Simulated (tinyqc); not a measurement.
## Scale length and barrier from the threshold roll-off

Question. For L well above Lambda the threshold falls by 2 m sqrt(A (A + Vds)) exp(-pi L/(2 Lambda)), A being the height of the source potential over the barrier top; the two values follow this form. Find Lambda and A.

Parameters, values chosen for the exercise: long-channel body factor m = 1; drain voltage Vds = 0.6 V.

threshold lowering at L = 56 and 90 nm (mV): 66.109283  9.9137871

Answer. The ratio of the two values gives Lambda; the prefactor gives A (A + Vds), a quadratic with one positive root.

Lambda = 28.15 nm
A = 0.5100 V

Computed by the program tinyqc: `OMP_NUM_THREADS=1 python tinyqc.py 2420108 2420109 out.jsonl`, one thread of a shared Intel Xeon 2.30GHz, about 0.01 s for the whole run.
